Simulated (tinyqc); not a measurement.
Inside a calculation. Method: one-electron ion in a basis of Gaussians. Computed by tinyqc, a small Python program that keeps every step. Settings: Z = 2, l = 0. Command: `OMP_NUM_THREADS=1 python tinyqc.py 31581 31582 out.jsonl` (the two numbers bound the seeds that draw the settings). One thread of a shared host (Intel(R) Xeon(R) Processor @ 2.60GHz), about 0.01 s of CPU time with the checks.

## Matrices over normalised Gaussians

exponents of r^l exp(-a r^2) (1/bohr^2): [0.32270, 0.89100, 2.46000, 6.79200, 18.75000, 51.77000, 142.90000]

Z = 2

l = 0

With p = a_i + a_j and I(k) = Gamma((k+1)/2) / (2 p^((k+1)/2)): S = I(2l+2), T = (2l+3) a_i a_j S / p, V = -Z I(2l+1), each divided by sqrt(S_ii S_jj).

S:
```
[[1.00000, 0.83059, 0.51244, 0.26848, 0.13100, 0.06216, 0.02920],
 [0.83059, 1.00000, 0.83060, 0.51245, 0.26851, 0.13100, 0.06218],
 [0.51244, 0.83060, 1.00000, 0.83060, 0.51249, 0.26850, 0.13102],
 [0.26848, 0.51245, 0.83060, 1.00000, 0.83064, 0.51248, 0.26855],
 [0.13100, 0.26851, 0.51249, 0.83064, 1.00000, 0.83059, 0.51251],
 [0.06216, 0.13100, 0.26850, 0.51248, 0.83059, 1.00000, 0.83067],
 [0.02920, 0.06218, 0.13102, 0.26855, 0.51251, 0.83067, 1.00000]]
```

T (hartree):
```
[[0.48405, 0.59030, 0.43857, 0.24812, 0.12468, 0.05981, 0.02821],
 [0.59030, 1.33650, 1.62987, 1.21094, 0.68517, 0.34424, 0.16517],
 [0.43857, 1.62987, 3.69000, 4.49997, 3.34351, 1.89165, 0.95060],
 [0.24812, 1.21094, 4.49997, 10.18800, 12.42445, 9.23122, 5.22363],
 [0.12468, 0.68517, 3.34351, 12.42445, 28.12500, 34.29845, 25.48506],
 [0.05981, 0.34424, 1.89165, 9.23122, 34.29845, 77.65500, 94.70259],
 [0.02821, 0.16517, 0.95060, 5.22363, 25.48506, 94.70259, 214.35000]]
```

V (hartree):
```
[[-1.81301, -2.06503, -1.92914, -1.61611, -1.29112, -1.01254, -0.78866],
 [-2.06503, -3.01258, -3.43135, -3.20557, -2.68550, -2.14540, -1.68260],
 [-1.92914, -3.43135, -5.00573, -5.70156, -5.32650, -4.46221, -3.56501],
 [-1.61611, -3.20557, -5.70156, -8.31762, -9.47380, -8.85057, -7.41488],
 [-1.29112, -2.68550, -5.32650, -9.47380, -13.81977, -15.74082, -14.70549],
 [-1.01254, -2.14540, -4.46221, -8.85057, -15.74082, -22.96356, -26.15555],
 [-0.78866, -1.68260, -3.56501, -7.41488, -14.70549, -26.15555, -38.15190]]
```

## Generalised eigenproblem

H = T + V (hartree):
```
[[-1.32896, -1.47473, -1.49058, -1.36799, -1.16645, -0.95273, -0.76046],
 [-1.47473, -1.67608, -1.80148, -1.99464, -2.00034, -1.80115, -1.51743],
 [-1.49058, -1.80148, -1.31573, -1.20159, -1.98298, -2.57057, -2.61441],
 [-1.36799, -1.99464, -1.20159, 1.87038, 2.95065, 0.38066, -2.19125],
 [-1.16645, -2.00034, -1.98298, 2.95065, 14.30523, 18.55763, 10.77957],
 [-0.95273, -1.80115, -2.57057, 0.38066, 18.55763, 54.69144, 68.54704],
 [-0.76046, -1.51743, -2.61441, -2.19125, 10.77957, 68.54704, 176.19810]]
```

Solve H C = S C e through S^(-1/2); each column has its largest component positive (the first on a tie).

eigenvalues of S: [0.00921, 0.03213, 0.10433, 0.30964, 0.83750, 1.98553, 3.72165]

eigenvalues (hartree): [-1.99958, -0.20585, 2.88577, 13.11445, 44.19187, 137.44963, 424.14839]

coefficients:
```
[[0.24052, 1.75097, -1.41974, 0.73805, -0.38440, 0.20741, -0.11306],
 [0.48176, -1.42932, 3.32216, -2.38965, 1.31024, -0.70265, 0.37969],
 [0.27855, 0.08300, -2.50109, 3.91957, -2.74308, 1.52399, -0.81667],
 [0.09896, -0.16442, 0.38738, -2.98645, 4.05177, -2.76290, 1.52016],
 [0.03345, 0.00936, -0.20106, 0.55976, -3.14717, 3.91281, -2.57986],
 [0.00667, -0.01282, 0.03579, -0.18633, 0.60399, -2.97665, 3.48203],
 [0.00446, -0.00106, -0.01382, 0.02245, -0.13542, 0.38587, -2.39239]]
```

For Z = 2 and l = 0 the exact lowest level is -Z^2/(2 n^2) with n = l + 1: -2.000000 hartree.
